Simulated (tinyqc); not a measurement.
Two-mode optical phonons of a ternary alloy from two coupled oscillators: one step, computed by the program tinyqc.

An alloy A(x)B(1-x)C has an A-C and a B-C bond oscillator. Each TO frequency moves linearly from the impurity mode (dilute end) to the TO of the pure crystal; each strength is proportional to the number of bonds.

Question. LO modes, coupled by the field. eps(omega) = eps_inf + W_1/(omega_1^2 - omega^2) + W_2/(omega_2^2 - omega^2) = 0 is the eigenproblem of the matrix [[omega_1^2 + W_1/eps_inf, sqrt(W_1 W_2)/eps_inf], [sqrt(W_1 W_2)/eps_inf, omega_2^2 + W_2/eps_inf]] for omega_LO^2. Uncoupled values keep the diagonal alone. eps_s = eps_inf + W_1/omega_1^2 + W_2/omega_2^2.

omega_1 (A-C, TO) = 740.73 1/cm

omega_2 (B-C, TO) = 465.72 1/cm

eps_inf = 8.2935

W_1 = 255997.8 1/cm^2

W_2 = 441153.5 1/cm^2

Give: matrix; lower LO mode; upper LO mode; uncoupled values; eps_s.

Answer.

matrix (1/cm^2):
```
            1           2
1  5.7955e+05  4.0521e+04
2  4.0521e+04  2.7009e+05
```

lower LO mode = 514.66 1/cm

upper LO mode = 764.70 1/cm

uncoupled values (1/cm): 519.70  761.28

eps_s = 10.794

The field pushes the upper mode up by 3.42 and the lower one down by 5.04 per cm; the lower LO stays between the two TO modes.
